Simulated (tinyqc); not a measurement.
Inside a calculation. Method: lattice vibrations of a chain. One step of it, computed by the program tinyqc.

Problem. Dynamical matrix at q = 0.33. q is in units of 2 pi/a. A spring k from atom i to atom j, n cells on, adds k to Phi_ii and Phi_jj, -k exp(2 pi i q n) to Phi_ij and the conjugate to Phi_ji (for one atom a cell: 2k (1 - cos 2 pi q n)); D_ij = Phi_ij / sqrt(m_i m_j).

A chain moving along its axis:
```
atom,mass (u),spring to the next atom (eV/angstrom^2)
1,76.100000,6.000000
2,25.600000,14.600000
```

Give: D(q).

Solution.

D(q) (eV/(angstrom^2 u)):
```
,1,2
1,0.2707,0.0234+0.2899i
2,0.0234-0.2899i,0.8047
```
